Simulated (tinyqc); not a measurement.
# Resistance of a source-drain extension with a graded tip: abruptness at a fixed junction position

y runs along the channel, the gate covers y > 0. The doping is N0 for y < y0 and N0 10^(-(y - y0)/la) beyond, uniform over the depth xj. Sheet conductance s(y) = q mu(N) max(N - Nch, 0) xj + (for y > 0) ma Cox Vo, with mu(N) = u0 + (u1 - u0)/(1 + (N/Nr)^au) and Cox = eps0 eox/tox. Current is taken as one-dimensional; depletion of the tip, spreading and the contact are left out. The metallurgical junction lies at yj, where N = Nch.

R_spacer = integral of dy/s from -Ls to 0, R_ov from 0 to yj, R_channel = (Lg - 2 yj)/(ma Cox Vo), R_total = 2 R_spacer + 2 R_ov + R_channel. Electrical length L_eff = ma Cox dR_total/d(1/Vo); R_series = R_total - L_eff/(ma Cox Vo). y0 is moved with la so that yj stays at 9.8747 nm.

Values chosen for this exercise; mobility law close to that of holes in silicon:
- eox = 3.9 (relative permittivity of the gate insulator (close to silicon dioxide))
- tox = 2.5 nm (insulator thickness)
- N0 = 2.2e20 cm^-3 (active doping of the extension far from the gate)
- xj = 7 nm (depth of the extension)
- Nch = 1.8e18 cm^-3 (channel doping)
- Ls = 23 nm (spacer length)
- Vo = 0.86 V (gate overdrive)
- ma = 36 cm^2/(V s) (mobility of the gate-induced layer)
- u1 = 470.5 cm^2/(V s) (mobility at low doping)
- u0 = 44.9 cm^2/(V s) (mobility at high doping)
- Nr = 2.23e17 cm^-3 (reference doping)
- au = 0.719 (exponent)
- Lg = 40 nm (gate length)

Constants: q = 1.602176634e-19 C, eps0 = 8.8541878128e-14 F/cm where lengths are in cm. Results are converted to the units shown.

The same in every row: yj (nm) = 9.875; R_channel (ohm um) = 473.5.

Result of one run:
```
la (nm/decade),R_spacer (ohm um),R_ov (ohm um),R_total (ohm um),L_eff (nm),R_series (ohm um)
6.1,21.46,96.62,709.7,24.98,125.5
```

What becomes of these results when the lateral abruptness la is changed from 6.1 to 3.6 nm/decade, all else the same?

Result of the changed run:
```
la (nm/decade),R_spacer (ohm um),R_ov (ohm um),R_total (ohm um),L_eff (nm),R_series (ohm um)
3.6,19.63,61.32,635.4,23.06,96.13
```

The whole series:
```
la (nm/decade),R_spacer (ohm um),R_ov (ohm um),R_total (ohm um),L_eff (nm),R_series (ohm um)
1,19.63,22.91,558.6,21.05,66.39
2.3,19.63,42.11,597.0,22.06,81.26
3.6,19.63,61.32,635.4,23.06,96.13
4.9,19.66,80.50,673.9,24.07,111.0
6.1,21.46,96.62,709.7,24.98,125.5
7.4,26.95,111.2,749.8,25.93,143.5
8.7,36.17,123.1,792.0,26.80,165.3
10,48.89,132.9,837.0,27.60,191.7
```

As la goes from 1 to 10 nm/decade, R_total rises from 559 to 837 ohm um, R_spacer rises from 19.6 to 48.9 ohm um and R_ov rises from 22.9 to 133 ohm um. R_total changes on average by 30.9 ohm um for each nm/decade. L_eff exceeds the metallurgical length by 0.799 nm in the first row and 7.35 nm in the last, since the gate also controls the lightly doped tips.

Numbers from tinyqc (`OMP_NUM_THREADS=1 python tinyqc.py 2282105 2282106 out.jsonl`; about 0.03 s on one thread of a shared Intel Xeon 2.30GHz).
